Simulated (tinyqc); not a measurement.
CCD on RHF in the 6-31g basis, for H2, spin multiplicity 1, step by step. One step of it, computed by the program tinyqc.

Problem. CCD: starting amplitudes. t_ij^ab = <ij||ab> / (e_i + e_j - e_a - e_b), whose energy is MP2.

orbital energies (hartree): MO1 -0.615372, MO2 0.254807, MO3 0.745457, MO4 1.493852

Two-electron integrals over orbitals (pq|rs), unique and non-zero (hartree):
```
(11|11) 0.674356    (21|21) 0.073235    (22|11) 0.431439    (22|22) 0.382712
(31|11) 0.175354    (31|22) 0.045524    (31|31) 0.112359    (32|21) -0.024240
(32|32) 0.037913    (33|11) 0.538463    (33|22) 0.377268    (33|31) 0.119198
(33|33) 0.461324    (41|21) -0.077735   (41|32) -0.014786   (41|41) 0.144204
(42|11) -0.143286   (42|22) -0.050705   (42|31) -0.070009   (42|33) -0.092896
(42|42) 0.063095    (43|21) -0.074191   (43|32) 0.003131    (43|41) 0.120454
(43|43) 0.115992    (44|11) 0.689307    (44|22) 0.440043    (44|31) 0.208392
(44|33) 0.556489    (44|42) -0.166730   (44|44) 0.769616
```

Give: Starting amplitudes; correlation energy.

Solution.

Starting amplitudes (spin orbitals 1a, 1b, ...; amplitudes related by a flip of all spins are not repeated):
```
from      to       t
1a 1b  2a 2b  -0.042
1a 1b  3a 3b  -0.041
1a 1b  4a 4b  -0.034
1a 1b  2a 4b   0.026
```

correlation energy = -0.01671 hartree
